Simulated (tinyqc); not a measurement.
Strain-driven roughening and islands of a mismatched epitaxial film: one step, computed by the program tinyqc. Command: `OMP_NUM_THREADS=1 python tinyqc.py 3003252 3003253 out.jsonl island walk`. One thread of a shared host (Intel(R) Xeon(R) Processor @ 2.30GHz), about 0.01 s of CPU time with the checks.

Film and substrate share isotropic elastic constants; the film is coherent and biaxially strained.

Task: Wetting layer. The surface energy depends on thickness as gamma + (gamma_s - gamma) exp(-h/delta). Its curvature adds W2 = (gamma_s - gamma) exp(-h/delta)/delta^2 to the restoring terms; the flat film is stable while W2 > (1 + nu)^2 w^2/gamma, which gives h_c = delta ln[(gamma_s - gamma) gamma/(delta^2 (1 + nu)^2 w^2)], or 0 if negative.

Inputs (values chosen for the exercise, for a model film):
```
quantity                        value   unit
Poisson ratio nu                 0.25      -
surface energy gamma            0.981  J/m^2
wetting energy gamma_s - gamma   0.44  J/m^2
decay length of wetting delta    0.23     nm
```

energy density w = 583.825 MJ/m^3

Give: wetting-layer thickness h_c.

Result:

wetting-layer thickness h_c = 0.62772 nm

Layer-by-layer growth up to h_c, then roughening: the Stranski-Krastanov mode.
